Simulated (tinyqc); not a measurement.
Epitaxial growth on a vicinal surface: Burton-Cabrera-Frank step flow, step-edge barrier and island nucleation: one step, computed by the program tinyqc. Command: `OMP_NUM_THREADS=1 python tinyqc.py 3008667 3008668 out.jsonl stepflow walk`. One thread of a shared host (Intel(R) Xeon(R) Processor @ 2.30GHz), about 0.01 s of CPU time with the checks.

Adatoms land at rate F, hop on a square grid (a simplification for hexagonal faces), desorb, or join steps. Lengths are in units of a and n is the adatom coverage. Steps ascend at x = 0 and descend at x = l.

Question. Scales. D = nu exp(-E_d/(k_B T)) (a^2/s, nu counted per direction); tau = exp(E_a/(k_B T))/nu; x_s = sqrt(D tau); n_eq = exp(-E_f/(k_B T)); terrace width l = h/(a tan(miscut)); Schwoebel length l_s = exp(E_s/(k_B T)) - 1. Temperatures in kelvin are T(C) + 273.15.

Inputs (values chosen for the exercise, close to those used for GaAs(001)):

| quantity | value | unit |
|---|---|---|
| site spacing a | 4 | angstrom |
| step height h | 2.83 | angstrom |
| diffusion barrier E_d | 1.22 | eV |
| desorption energy E_a | 2.56 | eV |
| adatom formation energy E_f | 0.967 | eV |
| step-edge barrier E_s | 0 | eV |
| attempt frequency nu | 5 | THz |
| miscut angle | 0.3 | degrees |
| temperature T | 540 | C |

Constants: k_B = 8.617333262e-05 eV/K.

Give: D; lifetime tau; diffusion length x_s; equilibrium coverage n_eq; terrace width l; Schwoebel length l_s.

Answer.

D = 1.373e+05 a^2/s

lifetime tau = 1471 s

diffusion length x_s = 14209 a

equilibrium coverage n_eq = 1.016e-06

terrace width l = 135.1 a

Schwoebel length l_s = 0 a

l/x_s = 0.00951: nearly every adatom reaches a step.
